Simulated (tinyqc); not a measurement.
## Scale length and barrier from the threshold roll-off

Question. For L well above Lambda the threshold falls by 2 m sqrt(A (A + Vds)) exp(-pi L/(2 Lambda)), A being the height of the source potential over the barrier top; the two values follow this form. Find Lambda and A.

Values chosen for this exercise: long-channel body factor m = 1; drain voltage Vds = 0.6 V.

threshold lowering at L = 21 and 34 nm (mV): 61.186868  8.7415516

Solution. The ratio of the two values gives Lambda; the prefactor gives A (A + Vds), a quadratic with one positive root.

Lambda = 10.49 nm
A = 0.4700 V

tinyqc, about 0.01 s, one thread, Intel Xeon 2.30GHz (shared host): `OMP_NUM_THREADS=1 python tinyqc.py 2420131 2420132 out.jsonl`
